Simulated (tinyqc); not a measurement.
From results back to parameters: thin-body film or fin with hard walls, valleys of the Si type. Three cases, with inputs chosen for the exercise.

Problem. In a hard-walled film E_1 = c (pi/t)^2/m_z, c = hbar^2/2m0. The splitting between the lowest levels of two valley groups, on the (100) face, was computed from a hidden thickness.

Constants: hbar^2/2m0 = 3.80998211 eV angstrom^2.

Find: t; lower level.

Method. t = pi sqrt(c (1/m_zb - 1/m_za)/splitting).

Case 1.

Values chosen (out of a larger set: near those of Si; not measured data): m_za = 0.912 m0 (heavier confinement mass); m_zb = 0.194 m0 (lighter one).

splitting = 52.331 meV

Solution.

t = 54.0 angstrom
lower level = 0.0141 eV

Case 2.

Values chosen (out of a larger set: near those of Si; not measured data): m_za = 0.905 m0 (heavier confinement mass); m_zb = 0.191 m0 (lighter one).

splitting = 62.130 meV

Solution.

t = 50.0 angstrom
lower level = 0.0166 eV

Case 3.

Values chosen (out of a larger set: near those of Si; not measured data): m_za = 0.914 m0 (heavier confinement mass); m_zb = 0.193 m0 (lighter one).

splitting = 28.067 meV

Solution.

t = 74.0 angstrom
lower level = 0.0075 eV

Computed by tinyqc, one run a case: `OMP_NUM_THREADS=1 python tinyqc.py N N+1 out.jsonl` with N = 1281295, 1281667, 1282309; one thread of a shared Intel(R) Xeon(R) Processor @ 2.30GHz, about 0.01 s a run at most.
